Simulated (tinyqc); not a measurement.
Tail temperature from the power law.

Problem. When tail states hold most of the charge, the linear current goes as I = A (Vg - VT)^g with g = 2 Tt/T - 1. Find g, Tt and the tail width kB Tt.

Inputs (values chosen for the exercise): temperature T = 250 K.

Constants: q = 1.602176634e-19 C, kB = 1.380649e-23 J/K, Vt = kB T/q. Results are converted to the units shown.

I at Vg - VT = 21 and 32 V (nA): 4861.3607  12701.055

Answer. g is the slope of ln I against ln(Vg - VT).

g = 2.280
Tt = 410.0 K
kB Tt = 35.33 meV

tinyqc, about 0.02 s, one thread, Intel Xeon 2.30GHz (shared host): `OMP_NUM_THREADS=1 python tinyqc.py 2610153 2610154 out.jsonl`
